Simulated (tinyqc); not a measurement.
What each parameter does: type-II superlattice in the two-band Kane model.

Motion along the axis, period d = a + b, c = hbar^2/2m0. Conduction and light-hole bands couple: (E - Ec)(E - Ev) = Ep c k^2 in each layer, with mass m(E) = (E - Ev)/Ep, which may be negative. The conduction envelope psi and psi'/m(E) are continuous; a layer carries them by [[cos kt, (m/k) sin kt], [-(k/m) sin kt, cos kt]] (cosh and sinh for k^2 < 0), and cos(q d) = tr(M_B M_A)/2. C1 is the first miniband above EvB, with its bottom at tr/2 = +1 and its top at -1; the gap is the bottom of C1 less the top heavy-hole level HH1.

Heavy holes are uncoupled: with e = EvB - E, p = sqrt(mhB e/c), w = sqrt(mhA (EvB - EvA - e)/c), the top level HH1 at q = 0 solves (p/mhB) tan(p b/2) = (w/mhA) tanh(w a/2).

Constants: hbar^2/2m0 = 3.80998211 eV angstrom^2.

Inputs chosen for the exercise (near those of an InAs/GaSb superlattice; not measured data):
- a = 46 angstrom (layer A)
- b = 50 angstrom (layer B)
- EcA = 0 eV (conduction edge of A)
- EvA = -0.416 eV (valence edge of A)
- EcB = 0.977 eV (conduction edge of B)
- EvB = 0.161 eV (valence edge of B)
- EpA = 14.5 eV (coupling energy in A)
- EpB = 17.7 eV (coupling energy in B)
- mhA = 0.36 m0 (heavy hole in A)
- mhB = 0.26 m0 (heavy hole in B)

Bottom and width of C1, HH1 and the gap.

One parameter was then changed.

Results before and after:
```
case     C1 (eV)  width (meV)  HH1 (eV)  gap (meV)
base      0.2539         34.4    0.1232      130.6
changed   0.2518         31.9    0.1035      148.3
```

Which of these changes was made? (a) EvA = -0.446 eV; (b) EpA = 15.7 eV; (c) mhB = 0.3 m0; (d) a = 43 angstrom; (e) EvB = 0.141 eV; (f) b = 53 angstrom; (g) EcB = 1.027 eV.

Answer: (e) EvB = 0.141 eV. Of the candidates, run in turn, only this one gives the changed row.

All candidates:
```
case             C1 (eV)  width (meV)  HH1 (eV)  gap (meV)
base              0.2539         34.4    0.1232      130.6
a = 43 angstrom   0.2729         35.6    0.1232      149.7
b = 53 angstrom   0.2562         30.8    0.1267      129.5
EvB = 0.141 eV    0.2518         31.9    0.1035      148.3
EcB = 1.027 eV    0.2572         31.6    0.1232      134.0
EvA = -0.446 eV   0.2491         33.7    0.1229      126.2
EpA = 15.7 eV     0.2624         36.0    0.1232      139.2
mhB = 0.3 m0      0.2539         34.4    0.1266      127.3
```

(tinyqc, `OMP_NUM_THREADS=1 python tinyqc.py 1250755 1250756 out.jsonl`, Intel(R) Xeon(R) Processor @ 2.30GHz, 1 thread, shared host, about 0.06 s.)
